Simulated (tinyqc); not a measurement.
Comparisons within one model: type-II superlattice in the two-band Kane model. A value that a table varies takes the place of the one given here.

Motion along the axis, period d = a + b, c = hbar^2/2m0. Conduction and light-hole bands couple: (E - Ec)(E - Ev) = Ep c k^2 in each layer, with mass m(E) = (E - Ev)/Ep, which may be negative. The conduction envelope psi and psi'/m(E) are continuous; a layer carries them by [[cos kt, (m/k) sin kt], [-(k/m) sin kt, cos kt]] (cosh and sinh for k^2 < 0), and cos(q d) = tr(M_B M_A)/2. C1 is the first miniband above EvB, with its bottom at tr/2 = +1 and its top at -1; the gap is the bottom of C1 less the top heavy-hole level HH1.

Heavy holes are uncoupled: with e = EvB - E, p = sqrt(mhB e/c), w = sqrt(mhA (EvB - EvA - e)/c), the top level HH1 at q = 0 solves (p/mhB) tan(p b/2) = (w/mhA) tanh(w a/2).

Constants: hbar^2/2m0 = 3.80998211 eV angstrom^2.

Parameters, chosen for this exercise (near those of an InAs/GaSb superlattice; not measured data):
- a = 36 angstrom (layer A)
- b = 20 angstrom (layer B)
- EcA = 0 eV (conduction edge of A)
- EvA = -0.419 eV (valence edge of A)
- EcB = 0.988 eV (conduction edge of B)
- EvB = 0.172 eV (valence edge of B)
- EpA = 14.1 eV (coupling energy in A)
- EpB = 17.7 eV (coupling energy in B)
- mhA = 0.34 m0 (heavy hole in A)
- mhB = 0.27 m0 (heavy hole in B)

## One band or two

Bottom of C1. One band: (k/mA) tan(k a/2) = (kappa/mB) tanh(kappa b/2) with the edge masses (Ec - Ev)/Ep and barrier EcB - EcA. Second row: mA replaced by m(E). The last column is measured against two bands.

Results:
```
model                  C1 (eV)  gap (meV)  error (meV)
one band, edge masses   0.2497      220.4         -2.3
m(E) in A only          0.2259      196.6        -26.1
two bands               0.2521      222.8          0.0
```

mA = 0.0297 m0
mB = 0.0461 m0

With edge masses C1 errs by -2 meV, 1 % of the gap. The heavier m(E) in A changes it by -24 meV; the treatment of B changes it by +26 meV, since C1 lies 80 meV above the valence edge of B, where its mass is 0.0045 instead of 0.0461.

## What each parameter does

Bottom and width of C1, HH1 and the gap. Each row changes one parameter from the base and keeps the others.

Results:
```
case             C1 (eV)  width (meV)  HH1 (eV)  gap (meV)
base              0.2521        149.1    0.0293      222.8
a = 33 angstrom   0.2741        164.2    0.0294      244.8
b = 17 angstrom   0.2347        173.1   -0.0017      236.4
EvB = 0.152 eV    0.2513        146.1    0.0111      240.2
EcB = 1.038 eV    0.2592        142.3    0.0293      229.9
EvA = -0.449 eV   0.2490        145.5    0.0266      222.4
EpA = 15.2 eV     0.2571        157.9    0.0293      227.8
mhB = 0.31 m0     0.2521        149.1    0.0363      215.8
```

The largest shifts from the base row, up to three for each result and ties (the steps differ in size, so this ranks the rows, not the parameters). C1 (eV): a +0.0221, b -0.0174, EcB +0.0071; unchanged at the printed digits by mhB. width (meV): b +24.0, a +15.0, EpA +8.8; unchanged at the printed digits by mhB. HH1 (eV): b -0.0310, EvB -0.0182, mhB +0.0070; unchanged at the printed digits by EcB and EpA. gap (meV): a +22.0, EvB +17.4, b +13.6.

tinyqc: `OMP_NUM_THREADS=1 python tinyqc.py 1282337 1282338 out.jsonl`; about 0.03 s, one thread, shared Intel(R) Xeon(R) Processor @ 2.30GHz.
